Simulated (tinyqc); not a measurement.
Schottky diode by thermionic emission with image-force lowering and series resistance: one step of the calculation.

Metal on an n-type semiconductor with one parabolic valley; V > 0 is forward bias (metal positive). I = I0 [exp(Vj/(n Vt)) - 1] with Vj = V - I Rs; I0 = S A* T^2 exp(-(phi - dphi)/Vt), the lowering dphi taken at zero bias.

Question. Saturation current. A* = 4 pi q me m0 kB^2/h^3 (times 1e-4 for A/(cm^2 K^2)); Nc = 2 (2 pi me m0 kB T/h^2)^1.5 (times 1e-6 for cm^-3); xi = Vt ln(Nc/Nd), Vbi = phi - xi; surface field Em = sqrt(2 q Nd (Vbi - V - Vt)/(eps0 eps_r)); dphi = sqrt(q Em/(4 pi eps0 eps_r)). Here V = 0 in Em.

Parameters, values chosen for the exercise; band and dielectric values close to those of gallium arsenide: temperature T = 200 K; electron mass me = 0.0666 m0; relative permittivity eps_r = 12.7; barrier height seen from the metal phi = 0.92 eV; donor density Nd = 1.6e16 cm^-3; area S = 0.0082 cm^2.

Constants: q = 1.602176634e-19 C, kB = 1.380649e-23 J/K, h = 6.62607015e-34 J s, m0 = 9.1093837015e-31 kg, Vt = kB T/q, eps0 = 8.8541878128e-14 F/cm where lengths are in cm. Results are converted to the units shown.

Find: A*; Nc; Vbi; Em; dphi; I0.

Answer.

A* = 8.0035 A/(cm^2 K^2)
Nc = 2.3477e17 cm^-3
Vbi = 0.87371 V
Em = 62.490 kV/cm
dphi = 26.618 meV
I0 = 8.0710e-20 A

The lowering raises I0 by a factor of 4.69.

Computed by the program tinyqc: `OMP_NUM_THREADS=1 python tinyqc.py 2640149 2640150 out.jsonl`, one thread of a shared Intel Xeon 2.30GHz, about 0.01 s for the whole run.
